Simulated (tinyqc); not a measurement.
Leakage against temperature: trap-assisted generation and recombination current of an abrupt junction. Computed by tinyqc, a small Python program. Command: `OMP_NUM_THREADS=1 python tinyqc.py 3006660 3006661 out.jsonl junctionleak walk`. One thread of a shared host (Intel(R) Xeon(R) Processor @ 2.30GHz), about 0.01 s of CPU time with the checks.

Depletion approximation, flat quasi-Fermi levels across the depleted layer, long neutral regions with minority lifetimes tau_n and tau_p, full ionisation and Boltzmann statistics. Voltages in exponents stand for e V.

Inputs (values chosen for the exercise, for a model semiconductor):
```
quantity                              value    unit
gap E_g                                2.52      eV
electron mass m_e                      0.62     m_0
valleys M_c                               3       -
hole mass m_h                         0.882     m_0
dielectric constant eps                8.45       -
acceptor density N_A                1.7e+17   cm^-3
donor density N_D                   1.8e+18   cm^-3
capture time tau_n                  3.3e-06       s
capture time tau_p                  1.8e-07       s
trap level E_t - E_i                   0.02      eV
electron diffusion coefficient D_n       52  cm^2/s
hole diffusion coefficient D_p          4.6  cm^2/s
reverse bias V_r                        4.5       V
temperature T                           300       K
```

Field enhancement: none.

Constants: k_B = 8.617333262e-05 eV/K; m_0 = 9.1093837015e-31 kg; k_B = 1.380649e-23 J/K; h = 6.62607015e-34 J s; e = 1.602176634e-19 C; eps_0 = 8.8541878128e-12 F/m.

Method:
- N_c = 2 M_c (2 pi m_e k_B T/h^2)^(3/2) and N_v = 2 (2 pi m_h k_B T/h^2)^(3/2), masses in units of m_0.
- n_i = sqrt(N_c N_v) exp(-E_g/2 k_B T); V_bi = (k_B T/e) ln(N_A N_D/n_i^2); diffusion saturation current J_d0 = e n_i^2 [sqrt(D_n/tau_n)/N_A + sqrt(D_p/tau_p)/N_D].
- W = sqrt(2 eps eps_0 (V_bi - V)(1/N_A + 1/N_D)/e), x_p = W N_D/(N_A + N_D), x_n = W - x_p, peak field F_m = 2 (V_bi - V)/W; reverse bias means V = -V_r.
- Potential from the p edge: phi = (V_bi - V) x^2/(x_p W) on the p side and (V_bi - V)[1 - (W - x)^2/(x_n W)] on the n side; p = N_A exp(-phi/k_B T), n = n_i^2 exp(V/k_B T)/p; U = (n p - n_i^2)/[tau_p (n + n_i exp(dE/k_B T)) + tau_n (p + n_i exp(-dE/k_B T))], dE = E_t - E_i, n1 = n_i exp(dE/k_B T), p1 = n_i exp(-dE/k_B T); J_t = e int U dx by the trapezoid rule on 400 intervals on each side.
- The gap, capture times and diffusion coefficients are held fixed. J_g = -J_t at V = -V_r. The last column is -k_B d ln(J_g + J_d0)/d(1/T) from this row and the one above.

Reverse current:
```
T (K)  generation (A/cm^2)  diffusion (A/cm^2)  activation energy (eV)
240             6.1679e-26          1.9815e-47                       -
270             6.1028e-23          2.1389e-41                  1.2838
300             1.5380e-20          1.4834e-36                  1.2865
340             5.4555e-18          2.0645e-31                  1.2902
380             5.7169e-16          2.4643e-27                  1.2948
420             2.5058e-14          5.0711e-24                  1.2998
480             2.2816e-12          4.5594e-20                  1.3063
```

What follows from these numbers?

The activation energy goes from 1.284 to 1.306 eV. Generation alone gives about E_g/2 + dE if tau_p exp(dE/k_B T) exceeds tau_n exp(-dE/k_B T), else E_g/2 - dE, here 1.240 eV, plus 1.5 k_B T and diffusion E_g = 2.52 eV plus 3 k_B T; generation rules in every row.

Extremes, crossings and ranges named in words are read from the listed rows.
